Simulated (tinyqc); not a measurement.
Interstitial-substitutional diffusion of a fast metal impurity in a wafer (kick-out and dissociative mechanisms): one step, computed by the program tinyqc. Command: `OMP_NUM_THREADS=1 python tinyqc.py 3010315 3010316 out.jsonl kickout walk`. One thread of a shared host (Intel(R) Xeon(R) Processor @ 2.30GHz), about 0.3 s of CPU time with the checks.

The metal moves as an interstitial A_i and dissolves on lattice sites either by kicking out a self-interstitial (A_i = A_s + I) or by filling a vacancy (A_i + V = A_s). With A_i at its solubility, local equilibrium and c = C_s/C_s*, self-interstitials and vacancies obey C_I/C_I* = 1/c and C_V/C_V* = c.

Problem. Diffusivity against concentration. In defect-free silicon dc/dt = d/dx [(D_K/c^2 + D_F) dc/dx], c = 1 at both faces. D_K = D_I C_I*/C_s* and D_F = D_V C_V*/C_s*. The two terms are equal at c* = sqrt(D_K/D_F). Take c = 1, 0.5, 0.2, 0.1, 0.03 and 0.01.

Inputs (values chosen for the exercise, loosely like those of gold in silicon): temperature T = 1025 C.

D_K = 6.588173e-10 cm^2/s

D_F = 3.074850e-10 cm^2/s

Give: c*; Effective diffusivity (cm^2/s).

Solution.

c* = 1.464

Effective diffusivity (cm^2/s):
```
c     kick-out term      total
1.00      6.588e-10  9.663e-10
0.50      2.635e-09  2.943e-09
0.20      1.647e-08  1.678e-08
0.10      6.588e-08  6.619e-08
0.03      7.320e-07  7.323e-07
0.01      6.588e-06  6.588e-06
```
